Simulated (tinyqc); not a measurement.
Superjunction drift layer against a plain one, charge balance: one step of the calculation.

Alternating n and p pillars of equal width wp, doping N and length Lp. When depleted, the lateral field peaks at Ex = q N wp/(2 eps0 eps_r) at the pillar junctions and a uniform vertical field Ey is added; breakdown is taken where Ex^2 + Ey^2 = Ef^2. Only the n pillars conduct, narrowed by the zero-bias depletion. A first-order model: the field peaks at the pillar ends are left out.

Problem. Thickness and resistance of the plain layer. Ec(N) = E16 (N/1e16 cm^-3)^(1/8), mu(N) = mi + (mx - mi)/(1 + (N/Nr)^0.9). W = 2 BV/Ec, Rsp = W/(q mu N).

Inputs (values chosen for the exercise); values close to those of 4H silicon carbide: critical field at a doping of 1e16 cm^-3 E16 = 2.6 MV/cm; mobility at low doping mx = 931 cm^2/(V s); mobility at high doping mi = 39.2 cm^2/(V s); reference doping of the mobility Nr = 2e17 cm^-3; wanted breakdown voltage BV = 1700 V.

Constants: q = 1.602176634e-19 C. Results are converted to the units shown.

N of the plain layer = 1.1066836e16 cm^-3

Find: mu; W; Rsp.

Solution.

mu = 869.62 cm^2/(V s)
W = 12.912 um
Rsp = 0.83741 mohm cm^2

Numbers from tinyqc (`OMP_NUM_THREADS=1 python tinyqc.py 2590115 2590116 out.jsonl`; about 0.01 s on one thread of a shared Intel Xeon 2.30GHz).
